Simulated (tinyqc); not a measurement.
RHF in the 6-31g basis, for H2, spin multiplicity 1, step by step. One step of it, computed by the program tinyqc.

Problem. Iteration 2: building the Fock matrix. J_ij = sum D_kl (ij|kl), K_ij = sum D_kl (ik|jl); F = H + J - 0.5 K; E = tr D H + tr D J / 2 - 0.25 tr D K + E_nn.

D after iteration 1:
```
          1H 1s     1H 2s     2H 1s     2H 2s
1H 1s  0.231133  0.265088  0.034802  0.059689
1H 2s  0.265088  0.307376  0.059689  0.092490
2H 1s  0.034802  0.059689  0.231133  0.265088
2H 2s  0.059689  0.092490  0.265088  0.307376
```

core Hamiltonian H = T + V (hartree):
```
           1H 1s      1H 2s      2H 1s      2H 2s
1H 1s  -0.721974  -0.786672  -0.336677  -0.499037
1H 2s  -0.786672  -0.824577  -0.499037  -0.658553
2H 1s  -0.336677  -0.499037  -0.721974  -0.786672
2H 2s  -0.499037  -0.658553  -0.786672  -0.824577
```

Two-electron integrals (ij|kl) in chemists' order, unique and non-zero (hartree):
```
(11|11) 1.076566   (21|11) 0.578470   (21|21) 0.329423   (22|11) 0.587396
(22|21) 0.361304   (22|22) 0.453150   (31|11) 0.133474   (31|21) 0.078839
(31|22) 0.091126   (31|31) 0.027912   (32|11) 0.191035   (32|21) 0.120455
(32|22) 0.157275   (32|31) 0.047363   (32|32) 0.096445   (33|11) 0.460969
(33|21) 0.298691   (33|22) 0.411809   (33|31) 0.133474   (33|32) 0.303925
(33|33) 1.076566   (41|11) 0.303925   (41|21) 0.174471   (41|22) 0.193807
(41|31) 0.047363   (41|32) 0.074646   (41|33) 0.191035   (41|41) 0.096445
(42|11) 0.365571   (42|21) 0.227627   (42|22) 0.293508   (42|31) 0.068946
(42|32) 0.130141   (42|33) 0.365571   (42|41) 0.130141   (42|42) 0.214660
(43|11) 0.298691   (43|21) 0.192154   (43|22) 0.263217   (43|31) 0.078839
(43|32) 0.174471   (43|33) 0.578470   (43|41) 0.120455   (43|42) 0.227627
(43|43) 0.329423   (44|11) 0.411809   (44|21) 0.263217   (44|22) 0.361669
(44|31) 0.091126   (44|32) 0.193807   (44|33) 0.587396   (44|41) 0.157275
(44|42) 0.293508   (44|43) 0.361304   (44|44) 0.453150
```

nuclear repulsion = 0.46459808 hartree

Give: Coulomb J; exchange K; Fock matrix F; total energy of this density.

Solution.

Coulomb J (hartree):
```
        1H 1s   1H 2s   2H 1s   2H 2s
1H 1s  1.2636  0.7540  0.2273  0.4265
1H 2s  0.7540  0.9151  0.4265  0.6664
2H 1s  0.2273  0.4265  1.2636  0.7540
2H 2s  0.4265  0.6664  0.7540  0.9151
```

exchange K (hartree):
```
        1H 1s   1H 2s   2H 1s   2H 2s
1H 1s  0.8052  0.6700  0.3618  0.5004
1H 2s  0.6700  0.6729  0.5004  0.5941
2H 1s  0.3618  0.5004  0.8052  0.6700
2H 2s  0.5004  0.5941  0.6700  0.6729
```

Fock matrix F (hartree):
```
         1H 1s    1H 2s    2H 1s    2H 2s
1H 1s   0.1390  -0.3677  -0.2903  -0.3228
1H 2s  -0.3677  -0.2460  -0.3228  -0.2892
2H 1s  -0.2903  -0.3228   0.1390  -0.3677
2H 2s  -0.3228  -0.2892  -0.3677  -0.2460
```

total energy of this density = -0.818793 hartree

This density is a damped mixture and is not idempotent, and it still holds part of the atomic start, so its energy may lie below the converged one.
